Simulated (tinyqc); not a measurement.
Order-disorder in a binary alloy on two sublattices: Bragg-Williams and pair (quasi-chemical) approximations. Changing the temperature T. Computed by tinyqc, a small Python program. Command: `OMP_NUM_THREADS=1 python tinyqc.py 3025479 3025480 out.jsonl order sweep`. One thread of a shared host (Intel(R) Xeon(R) Processor @ 2.30GHz), about 0.01 s of CPU time with the checks.

All z = 4 neighbours of a site lie on the other sublattice. B fills the sublattices with x + eta/2 and x - eta/2; energies are per site, from the pure components: u = -z w y with y the probability of an A-B bond taken in one order.

Inputs (values chosen for the exercise, for a model alloy): ordering energy w = (e_AA + e_BB)/2 - e_AB = 10.4 meV; fraction x of B = 0.46.

Lattice: square (z = 4). Method: plain iteration, 400 steps.

scattering factors f_A, f_B (electrons): [13, 71]

Constants: k_B = 8.617333262e-05 eV/K.

Method:
- Bragg-Williams: u = -z w [x (1 - x) + eta^2/4]; minimising f gives ln[a (1 - b)/(b (1 - a))] = 2 z w eta/(k_B T) =: ln Q, a = x + eta/2, b = x - eta/2. For given Q this is a quadratic for eta, (Q - 1) eta^2/4 - (Q + 1) eta/2 + (Q - 1) x (1 - x) = 0, smaller root: the map eta -> phi(eta).
- Plain iteration eta = phi(eta), 400 steps at most; start at 0.999 times 2x; stop when |phi - eta| < 1e-10.
- a = x + eta/2, b = x - eta/2; u = -z w [x (1 - x) + eta^2/4]; s/k_B = [s2(a) + s2(b)]/2, s2(c) = -c ln c - (1 - c) ln(1 - c); gain on ordering = f(eta) - f(0), f = u - T s. Superlattice over fundamental intensity = [eta (f_B - f_A)/2]^2/[(1 - x) f_A + x f_B]^2.

One run for each value; columns: (1) temperature T (K); (2) order parameter eta; (3) B fraction on the A sublattice; (4) entropy s (k_B/site); (5) gain on ordering (meV/site); (6) intensity ratio:
```
(1)        (2)         (3)      (4)          (5)      (6)
73.5   0.91987  6.4942e-05  0.13981  -5.3157e+00  0.45197
93.4   0.91829  8.5653e-04  0.14388  -4.3748e+00  0.45041
113.0  0.91102  4.4914e-03  0.15918  -3.4632e+00  0.44331
133.0  0.89068  1.4662e-02  0.19483  -2.5758e+00  0.42373
153.0  0.85048  3.4761e-02  0.25364  -1.7700e+00  0.38635
173.0  0.78515  6.7427e-02  0.33258  -1.0835e+00  0.32927
193.0  0.68781  1.1610e-01  0.42701  -5.4703e-01  0.25269
213.0  0.54245  1.8877e-01  0.53324  -1.8392e-01  0.15717
233.0  0.28418  3.1791e-01  0.64872  -1.2171e-02  0.04313
```

Describe and explain the trends.

Over the rows, order parameter eta falls from 0.920 to 0.284 (exponent d ln y / d ln x -0.0072 between the first rows and -7.2 between the last); B fraction on the A sublattice rises from 6.49e-5 to 0.318 (exponent d ln y / d ln x 11 between the first rows and 5.8 between the last); entropy s (k_B/site) rises from 0.140 to 0.649 (exponent d ln y / d ln x 0.12 between the first rows and 2.2 between the last). Near T_c mean-field theory gives eta^2 linear in T_c - T; from the last two rows eta^2 extrapolates to zero at 240.6 K, against T_c = 239.8 K.

Caution (rows 153, 173, 193, 213, 233): T is near or above the T_c of the better pair approximation, so the true long-range order is lower than Bragg-Williams gives.
